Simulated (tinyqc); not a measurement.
What each parameter does: temperature and isotope dependence of a band gap in oscillator models.

E(T) = E0 - sum_i sl_i th_i n_i(T), n = 1/(exp(th/T) - 1). The same coupling lowers the gap at 0 K by the zero-point term ZP = sum_i sl_i th_i/2, so the gap of the static lattice is E0 + ZP. Thermal expansion is taken as part of the slopes.

Values chosen for the exercise (near those of GaAs; not measured data): E0 = 1.505 eV (gap at 0 K); th = (95, 325) K (temperatures of two oscillators); sl = (0.1828, 0.2982) meV/K (their high-temperature slopes); T = 150 K (temperature).

Gap at T, slope -sum sl_i (th_i/T)^2 n_i (1 + n_i) and ZP.

Results for these values:

| case | E(T) (eV) | dE/dT (meV/K) | ZP (meV) |
|---|---|---|---|
| base | 1.4728 | -0.3814 | 57.14 |

What happens to each result for T = 190 K, all else kept?

Answer: E(T) falls from 1.4728 to 1.4568; dE/dT falls from -0.3814 to -0.4140; ZP does not change at the printed digits.

The same for each parameter in turn:

| case | E(T) (eV) | dE/dT (meV/K) | ZP (meV) |
|---|---|---|---|
| base | 1.4728 | -0.3814 | 57.14 |
| T = 190 K | 1.4568 | -0.4140 | 57.14 |
| E0 = 1.515 eV | 1.4828 | -0.3814 | 57.14 |
| th = (95, 390) K | 1.4760 | -0.3515 | 66.83 |
| sl = (0.2376, 0.2982) meV/K | 1.4669 | -0.4344 | 59.74 |

Computed by tinyqc, a small Python program: `OMP_NUM_THREADS=1 python tinyqc.py 1850607 1850608 out.jsonl` (the numbers bound the seed that draws the inputs); one thread of a shared host (Intel(R) Xeon(R) Processor @ 2.30GHz), about 0.01 s for the whole set of steps.
